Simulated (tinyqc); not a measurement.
Surface Green function of a zigzag honeycomb ribbon two chains wide, Sancho-Rubio decimation: densities of states against energy.

A semi-infinite lead of cells 0, 1, 2, ... with H0 inside a cell and H1 = <cell i|H|cell i + 1>. Cell of four sites joined 1-2-3-4 by -t; site 2 joins site 1 of the next cell and site 3 joins site 4 of the next cell. z = E + i eta.

Start with e_s = e = H0, a = H1, b = H1^dagger. Each round: g = (z - e)^(-1); e_s <- e_s + a g b; e <- e + a g b + b g a; a <- a g a; b <- b g b (all with the old a, b). Round k joins cells 2^k apart. Stop when the largest entry of the matrices a and b is below 1e-12 eV; g_s = (z - e_s)^(-1), bulk (z - e)^(-1), density of states -Im Tr/pi. Here eta = 0.01 eV. Open modes are the crossings of E with the bands of H0 + H1 exp(ik) + H1^dagger exp(-ik) for 0 < k < pi.

H0 (eV):
```
    1   2   3   4
1   0  -1   0   0
2  -1   0  -1   0
3   0  -1   0  -1
4   0   0  -1   0
```

H1 (eV):
```
    1  2  3   4
1   0  0  0   0
2  -1  0  0   0
3   0  0  0  -1
4   0  0  0   0
```

Densities of states against energy:
```
E (eV)  open modes  rounds  surface (1/eV)  bulk (1/eV)
-2.82            0       5        0.007397      0.01390
-2.31            1      11          0.7350       0.6735
-1.79            1      11          0.7129       0.4446
-1.28            2      11          0.9454        1.072
-0.77            1      11          0.6271       0.4370
-0.26            1      11          0.7310       0.4503
0.26             1      11          0.7310       0.4503
0.77             1      11          0.6271       0.4370
1.28             2      11          0.9454        1.072
1.79             1      11          0.7129       0.4446
2.31             1      11          0.7350       0.6735
2.82             0       5        0.007397      0.01390
```

What does the comparison show?

The bands of the infinite lead run over -2.56 to -1.00, -1.56 to 0, 0 to 1.56, 1.00 to 2.56 eV. The rounds lie between 5 and 11, 5.0 on average outside the bands and 11.0 inside. The surface density of states is largest at E = -1.28 and 1.28 eV among the rows (0.945 1/eV, bulk 1.07).

Program tinyqc, `OMP_NUM_THREADS=1 python tinyqc.py 2680124 2680125 out.jsonl`; Intel Xeon 2.30GHz, shared host, one thread, about 0.08 s.
